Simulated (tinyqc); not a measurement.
Inside a calculation: optical gain and spontaneous emission in a bulk direct-gap semiconductor. Values are carried at full precision from step to step, so a last printed digit may differ when a step is redone from the rounded ones.

F_j(eta) = (1/Gamma(j + 1)) integral_0^infinity x^j dx/(1 + exp(x - eta)), which tends to exp(eta) for eta << 0.

Quasi-Fermi levels: n = Nc F_1/2(Fc/kT) and p = Nv F_1/2(Fv/kT), Fc counted up from the conduction edge and Fv down from the valence edge; Nc, Nv from N = 2 (m kB T/(4 pi c))^(3/2) with c = hbar^2/2m0, in 1/angstrom^3; times 1e24 for 1/cm^3, with me and (mhh^(3/2) + mlh^(3/2))^(2/3).

Constants: hbar^2/2m0 = 3.80998211 eV angstrom^2; kB = 8.617333262e-05 eV/K; fine-structure constant alpha = 0.007297352564; hbar = 6.58211957e-16 eV s; hbar c = 1973.269805 eV angstrom.

Values chosen for the exercise (near those of InGaAs; not measured data): me = 0.0409 m0 (electron mass); mhh = 0.457 m0 (heavy-hole mass); mlh = 0.0496 m0 (light-hole mass); n = 4.5e+17 1/cm^3 (injected density, n = p); T = 350 K; Eg = 0.733 eV (direct gap); Ep = 22.6 eV (Kane energy); nr = 3.56 (refractive index); E = 0.766 eV (photon energy).

## Quasi-Fermi levels

Solve for Fc and Fv.

kT = 0.030161 eV
Nc = 2.616e+17 1/cm^3
Nv = 1.012e+19 1/cm^3
Fc = 0.0343 eV
Fv = -0.0934 eV
Fc + Fv = -0.0591 eV

The separation of the quasi-Fermi levels is below the gap, so there is no gain at any energy. The quasi-Fermi level of the electrons lies inside the band, that of the holes in the gap.

## Absorption of the empty crystal

Parabolic bands, vertical transitions, no excitons. For each hole band j: mr = me mj/(me + mj); joint density of states J_j(E) = (mr/c)^(3/2) sqrt(E - Eg)/(2 pi^2), both spins, c = hbar^2/2m0; averaged matrix element |e.p|^2 = m0 Ep/6; alpha_j(E) = 4 pi^2 alpha_f c Ep J_j/(3 nr E) in 1/angstrom (alpha_f the fine-structure constant, listed as alpha among the constants), times 1e8 for 1/cm.

Evaluate at E for heavy and light holes.

mr, J and alpha of each hole band:
```
hole   mr (m0)  J (1/(eV angstrom^3))  alpha (1/cm)
heavy  0.03754              9.001e-06        2729.3
light  0.02242              4.153e-06        1259.3
```

The heavy-hole band gives 68 % of the total, 3989 1/cm.

## Occupations and gain at E

For band j the electron sits at Ee = (E - Eg) mr/me above its edge and the hole at Eh = (E - Eg) mr/mj; fe = 1/(1 + exp((Ee - Fc)/kT)), fh = 1/(1 + exp((Eh - Fv)/kT)); gain g = sum_j alpha_j (fe + fh - 1).

Use mr and alpha from the table.

Energies, occupations and gain of each hole band:
```
hole   Ee (eV)  Eh (eV)     fe     fh  g (1/cm)
heavy   0.0303   0.0027  0.533  0.040     -1166
light   0.0181   0.0149  0.631  0.027      -431
```

total gain = -1597 1/cm

E - Eg = 0.0330 eV is above Fc + Fv = -0.0591 eV, so both bands give loss (Bernard-Duraffourg).

## Spontaneous emission

Spontaneous rate: R = integral of (nr E/(hbar c))^2/(pi^2 hbar) sum_j alpha_j fe fh dE, with alpha in 1/cm and (nr E/(hbar c))^2 in 1/cm^2 (1e16 per 1/angstrom^2); B = R/(n p); lifetime n/R.

Integrate over photon energy.

R = 2.10e+25 1/(cm^3 s)
B = 1.03e-10 cm^3/s
radiative lifetime = 21.5 ns

## Checks

- B at n = 1e13 1/cm^3 against the van Roosbroeck-Shockley value from alpha and ni^2 (cm^3/s): both 1.15e-10.

Program tinyqc; command `OMP_NUM_THREADS=1 python tinyqc.py 1681916 1681917 out.jsonl`; about 0.08 s on one thread of a shared Intel(R) Xeon(R) Processor @ 2.30GHz.
